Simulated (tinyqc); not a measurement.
Minority carriers and saturation current of a heavily doped emitter: two steps of the calculation.

n-type, parabolic bands, full ionisation. eta = (EF - Ec)/kB T solves N = Nc F12(eta), F12(x) = (2/sqrt(pi)) int_0^infinity sqrt(u)/(1 + exp(u - x)) du. The gap shrinks rigidly by dEg = a3 y^(1/3) + a4 y^(1/4) + a2 y^(1/2), y = N/1e18 cm^-3, an empirical law that is here taken as the true narrowing.

Parameters, values chosen for the exercise; band and dielectric values close to those of silicon: temperature T = 250 K; band gap Eg = 1.11 eV; conduction-band density of states at 250 K Nc = 2.14e19 cm^-3; valence-band density of states at 250 K Nv = 2.05e19 cm^-3; ionised donor density N = 3.6e19 cm^-3; coefficient of (N/1e18)^(1/3) a3 = 17.5 meV; coefficient of (N/1e18)^(1/4) a4 = 3.3 meV; coefficient of (N/1e18)^(1/2) a2 = 3.2 meV; minority-hole mobility mup = 140 cm^2/(V s); Auger coefficient Cn = 2e-31 cm^6/s; defect lifetime ts = 0.8 us; emitter width W = 110 nm; recombination velocity at the contact S = 3100 cm/s.

Constants: q = 1.602176634e-19 C, kB = 1.380649e-23 J/K, Vt = kB T/q. Results are converted to the units shown.

Problem 1. Effective intrinsic density. ni = sqrt(Nc Nv) exp(-Eg/(2 Vt)), Eg in volts; degeneracy factor g = F12(eta) exp(-eta); nie^2 = ni^2 exp(dEg/kB T) g, p0 = nie^2/N; apparent narrowing dEg + kB T ln g.

converged eta = 1.1015546

Find: ni; dEg; g; apparent narrowing; nie; p0.

Solution 1.

ni = 1.3576e8 cm^-3
dEg = 85.067 meV
g = 0.55910
apparent narrowing = 72.541 meV
nie = 7.3107e8 cm^-3
p0 = 0.014846 cm^-3

Narrowing multiplies p0 by 51.9 and degeneracy by 0.559.

Problem 2. Saturation current. 1/tau = Cn N^2 + 1/ts, D = mup Vt, L = sqrt(D tau); J0 = (q p0 D/L)(s + tanh(W/L))/(1 + s tanh(W/L)), s = S L/D; the share recombining inside is 1 - 1/[cosh(W/L)(1 + tanh(W/L)/s)].

p0 = 0.014846215 cm^-3

Give: tau; L; s; J0; share recombining inside.

Solution 2.

tau = 3.840 ns
L = 1076 nm
s = 0.1106
J0 = 0.01401 fA/cm^2
share recombining inside = 48.21 %

Bulk and contact share the loss.

Range of the model: Band tails, non-parabolic bands and incomplete ionisation are left out.

tinyqc, about 0.01 s, one thread, Intel Xeon 2.30GHz (shared host): `OMP_NUM_THREADS=1 python tinyqc.py 2330111 2330112 out.jsonl`
